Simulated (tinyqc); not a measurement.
Inverter chain driving a load.

N inverters, each f = Hc^(1/N) times larger than the one before: delay tau N (f + pp). Switched capacitance in units of the first input, with output capacitance pp times the input: Hc + (1 + pp)(Hc - 1)/(f - 1).

Inputs (values chosen for the exercise):
```
symbol,value,unit,meaning
Hc,3100,,load over the input capacitance of the chain
pp,1.5,,parasitic delay of an inverter
tau,4.4,ps,delay unit
```

Inverter chain driving a load:
```
N	f	delay (ps)	switched capacitance
3	14.58	212.3	3670
4	7.462	157.7	4299
5	4.992	142.8	5041
6	3.819	140.4	5849
7	3.153	143.3	6698
8	2.732	149.0	7574
9	2.443	156.1	8469
10	2.234	164.3	9377
```

The delay goes from 212 through a minimum of 140 (at N = 6 among the rows listed) to 164 ps. The best stage effort solves pp + rho (1 - ln rho) = 0, rho = 3.97, which gives N = ln Hc/ln rho = 5.83. One stage fewer than the best costs 1.7 % in delay and saves 14 % of the switched capacitance.

Program tinyqc, `OMP_NUM_THREADS=1 python tinyqc.py 2082168 2082169 out.jsonl`; Intel Xeon 2.30GHz, shared host, one thread, about 0.01 s.
